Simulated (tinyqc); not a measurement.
# Worked calculation: a discretised effective-mass wire between two leads, recursive Green functions

Numbers from tinyqc (`OMP_NUM_THREADS=1 python tinyqc.py 2660135 2660136 out.jsonl`; about 0.02 s on one thread of a shared Intel Xeon 2.30GHz). Printed values are rounded.

Finite differences on a grid of step a give a chain with hopping -t, t = C/(m a^2), C = hbar^2/(2 m0), and site energies 2 t + U_i for the N = 6 sites of the device; the semi-infinite leads have site energy 2 t. Each slice is one site, and V = -t couples neighbouring slices.

Values chosen for this exercise:
- m = 0.29 m0 (effective mass)
- a = 0.093 nm (grid step)
- U = [0, 2.688, 4.032, 4.032, 2.688, 0] eV (potential on the sites 1 to N)
- E = 4.73 eV (energy above the band bottom of the leads)

Constants: q = 1.602176634e-19 C, hbar = 1.054571817e-34 J s, h = 6.62607015e-34 J s, m0 = 9.1093837015e-31 kg, hbar^2/(2 m0) = 0.0380998212 eV nm^2. Results are converted to the units shown.

## Self-energy of the leads

Sigma = t^2 g(E - 2 t), g(x) = (x - i sqrt(4 t^2 - x^2))/(2 t^2) for |x| < 2 t and (x - sign(x) sqrt(x^2 - 4 t^2))/(2 t^2) otherwise; Gamma = i (Sigma - Sigma^dagger); both leads give the same.

t = 15.19004 eV
Sigma = -12.82504-8.13976i eV
Gamma = 16.27952 eV
open modes = 1

## Forward pass

Forward pass: g_1 = (E - H_1 - Sigma)^(-1), g_i = (E - H_i - V g_(i-1) V^dagger)^(-1), with Sigma also subtracted on the last slice; G_(i,1) = g_i V G_(i-1,1), starting from g_1. H_i is the block of slice i, its site energy.

| site | g_i (1/eV) | G_(i,1) of the forward pass (1/eV) |
|---|---|---|
| 1 | -0.05558285-0.03527715i | -0.05558285-0.03527715i |
| 2 | -0.05054587-0.02652163i | -0.02846426-0.04947795i |
| 3 | -0.04975738-0.01689813i | -0.00881359-0.04470257i |
| 4 | -0.05253082-0.01125307i | 0.00060845-0.03717676i |
| 5 | -0.06012152-0.00962590i | 0.00599157-0.03386266i |
| 6 | 0.00965704-0.09554139i | 0.04826522+0.01366278i |

## Transmission

G_(N,1) = 0.04826522+0.01366278i 1/eV

T(E) = Tr[Gamma G_(N,1) Gamma G_(N,1)^dagger]. Conductance (2 q^2/h) T(E).

T(E) = 0.6668509
conductance = 51.66822 uS

Inverting the whole matrix gives the same value.

## Backward pass

Backward pass: G_NN = g_N, G_ii = g_i + g_i V^dagger G_(i+1,i+1) V g_i; local density of states -Im G_ii/pi on each site.

| site | G_ii (1/eV) | local density of states (1/eV) |
|---|---|---|
| 1 | 0.00965704-0.09554139i | 0.03041177 |
| 2 | -0.02675788-0.08468788i | 0.02695699 |
| 3 | -0.04568392-0.07000019i | 0.02228175 |
| 4 | -0.04568392-0.07000019i | 0.02228175 |
| 5 | -0.02675788-0.08468788i | 0.02695699 |
| 6 | 0.00965704-0.09554139i | 0.03041177 |

A site of an infinite clean chain has 1/(pi sqrt(4 t^2 - x^2)) = 0.0196 1/eV at this energy (x counted from the band centre); the device goes from 0.0223 (site 4) to 0.0304 (site 1).

## States fed from the left, and the bond current

The full first column follows backwards from c_N = G_(N,1): c_i = G_(i,1)(forward) + g_i V^dagger c_(i+1). The density of states fed by the left lead is Gamma |c_i|^2/(2 pi), and the current on bond i is 2 t Gamma Im(c_(i+1) conj(c_i)) in units of T(E).

| site | c_i (1/eV) | density fed from the left (1/eV) |
|---|---|---|
| 1 | 0.00965704-0.09554139i | 0.02389237 |
| 2 | 0.02278914-0.08584100i | 0.02043759 |
| 3 | 0.03285769-0.06460099i | 0.01361012 |
| 4 | 0.04141639-0.04039248i | 0.00867163 |
| 5 | 0.04807197-0.01432790i | 0.00651940 |
| 6 | 0.04826522+0.01366278i | 0.00651940 |

bond current, bond 1 to 5: [0.6668509, 0.6668509, 0.6668509, 0.6668509, 0.6668509]

The bond current is the same on every bond and equals T(E): the current is conserved.
